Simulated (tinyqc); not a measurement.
From one set of inputs to another, one input at a time: minimum-mode following (dimer method) and harmonic rate on a two-dimensional model surface. Computed by tinyqc, a small Python program. Command: `OMP_NUM_THREADS=1 python tinyqc.py 3020744 3020745 out.jsonl dimer ladder`. One thread of a shared host (Intel(R) Xeon(R) Processor @ 2.30GHz), about 0.04 s of CPU time with the checks.

V(x, y) = -A (cos kx + cos ky) - B cos kx cos ky + (C sin ky + S sin kx)(1 - cos kx), k = 2 pi/a; the atom hops from the minimum at (0, 0) to that at (a, 0).

The inputs printed are set A. Inputs not listed in the table keep their values of set A, so the rows need not describe a real material.

Inputs (values chosen for the exercise, for a model surface):
```
quantity        value      unit
amplitude A      0.13        eV
amplitude B      0.02        eV
skew C          0.058        eV
asymmetry S    -0.016        eV
period a          3.3  angstrom
mass M            147         u
temperature T     200         K
```

Surface: adatom on a square lattice.

Constants: nu for 1 eV/(angstrom^2 u) = 15.6333042 THz; k_B = 8.617333262e-05 eV/K.

Method:
- Newton steps x(new) = x - H^-1 grad V (moves limited to 0.3 angstrom) from (0, 0), (a, 0) and (a/2, 0) give the two minima and the saddle.
- Diagonalise the Hessian at the start minimum and at the saddle; nu = 15.6333042 THz x sqrt(|lambda|/M).
- Vineyard prefactor nu* = nu1 nu2 (minimum)/nu2 (saddle); k = nu* exp(-E_b/(k_B T)).

Each row keeps all changes above it:
```
input moved          from     to  barrier from the start (eV)  prefactor nu* (THz)  rate k (1/s)
set A                   -      -                      0.25484               0.9218    3.4919e+05
amplitude B (eV)     0.02  0.094                      0.36715               1.5617    8.7458e+02
skew C (eV)         0.058  0.035                      0.40874               1.9345    9.7024e+01
asymmetry S (eV)   -0.016  0.042                      0.42529               1.8759    3.6013e+01
amplitude A (eV)     0.13   0.19                      0.55845               1.9891    1.6842e-02
temperature T (K)     200    250                      0.55845               1.9891    1.0986e+01
mass M (u)            147    179                      0.55845               1.8026    9.9560e+00
```

Where does the difference come from?

Barrier from the start goes from 0.255 to 0.558, a factor 2.19 in all. The largest single move comes from amplitude B (a factor 1.44). Prefactor nu* goes from 0.922 to 1.80, a factor 1.96 in all. The largest single move comes from amplitude B (a factor 1.69), and mass M works against it (a factor 0.906). Rate k goes from 349000 to 9.96, a factor 2.85e-5 in all. The largest single move comes from amplitude A (a factor 4.68e-4), and temperature T works against it (a factor 652). The single moves hold for this order of the switches; the total does not depend on the order.

Extremes, crossings and ranges named in words are read from the listed rows.
